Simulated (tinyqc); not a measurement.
## Series resistance and length offset from two lengths at two overdrives

Problem. In strong inversion R W = Rsd + k(x)(L - dL), k(x) = (1 + th1 x)/(mu0 Cox x), x the overdrive, Cox = eps0 eox/tox, with Rsd and dL independent of x. Find dL, Rsd, mu0 and th1.

Inputs (values chosen for the exercise): relative permittivity of the gate insulator (close to silicon dioxide) eox = 3.9; insulator thickness tox = 1.8 nm.

Constants: eps0 = 8.8541878128e-14 F/cm where lengths are in cm. Results are converted to the units shown.

total resistance times width (ohm um):
```
                  L = 0.059 um  L = 0.33 um
overdrive 0.53 V    788.816092   4329.98659
overdrive 1.11 V    572.973274   2721.44368
```

Solution. At each overdrive R W is a straight line in L; the two lines cross at L = dL, R W = Rsd. Their slopes give k x = (1 + th1 x)/(mu0 Cox), a straight line in x.

dL = 0.0170 um
Rsd = 240 ohm um
mu0 = 100 cm^2/(V s)
th1 = 0.620 1/V

tinyqc, about 0.01 s, one thread, Intel Xeon 2.30GHz (shared host): `OMP_NUM_THREADS=1 python tinyqc.py 2210142 2210143 out.jsonl`
